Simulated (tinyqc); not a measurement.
# Trench capacitor in an array: capacitance, non-linearity, leakage and relaxation, step by step

Numbers from tinyqc (`OMP_NUM_THREADS=1 python tinyqc.py 2102046 2102047 out.jsonl`; about 0.01 s on one thread of a shared Intel Xeon 2.30GHz). Printed values are rounded.

A film between two metal electrodes, each interface adding a series capacitance ci. The small-signal permittivity is ek (1 + aq E^2); the field is found with the linear permittivity. Leakage J = J0 sinh(E/Ef). After a voltage step the film passes a relaxation current kr C V tt^(-nr), tt being the time in seconds. The sidewall is a coaxial capacitor with radii a = dm/2 - t and b = dm/2, depth AR dm; the end face is left out.

Inputs (values chosen for the exercise); permittivity of the order of that of strontium titanate: relative permittivity of the film ek = 145; film thickness t = 7.3 nm; capacitance of each electrode interface (dead layer and screening) ci = 140 uF/cm^2; quadratic field coefficient of the permittivity aq = -0.069 cm^2/MV^2; bias V = 1.5 V; leakage prefactor J0 = 3.1e-10 A/cm^2; field for an e-fold rise of the leakage Ef = 0.2 MV/cm; diameter of the hole dm = 74 nm; aspect ratio, depth over diameter AR = 70; pitch of the square array pt = 140 nm; resistivity of the inner electrode rho = 1500 uohm cm.

Constants: eps0 = 8.8541878128e-14 F/cm where lengths are in cm. Results are converted to the units shown.

Range of the model: The field exceeds about 1.2 MV/cm, a sizeable part of the breakdown field expected for this permittivity.

## Planar capacitance, field and non-linearity

Planar film: Cf = eps0 ek/t, 1/C = 1/Cf + 2/ci, EOT = 3.9 eps0/C, effective permittivity C t/eps0, E = (V/t) C/Cf; quadratic coefficient [C(V)/C - 1]/V^2 with Cf (1 + aq E^2) in C(V).

Cf = 17.58709 uF/cm^2
C = 14.05568 uF/cm^2
EOT = 0.2456753 nm
effective permittivity = 115.8847
E = 1.642201 MV/cm
quadratic coefficient = -68661.81 ppm/V^2
J = 5.705928e-7 A/cm^2

The interfaces take 20.1 % of the voltage.

## Cell capacitance, fields and time constant

Per length 1/c = ln(b/a)/(2 pi eps0 ek) + (1/a + 1/b)/(2 pi ci); cell capacitance c AR dm; per footprint over pt^2; fields c V/(2 pi eps0 ek r) at r = a and b; resistance of the inner electrode rho AR dm/(pi a^2); time constant R C/3 of the distributed line.

a = 29.7 nm
b = 37 nm
cell capacitance = 151.7089 fF
capacitance per footprint = 774.0251 uF/cm^2
field at a = 1.833663 MV/cm
field at b = 1.471886 MV/cm
R = 28.03872 kohm
R C/3 = 1417.908 ps

The array gives 55.1 times the planar capacitance per footprint; curvature makes the field at the inner electrode 1.12 times the planar value.
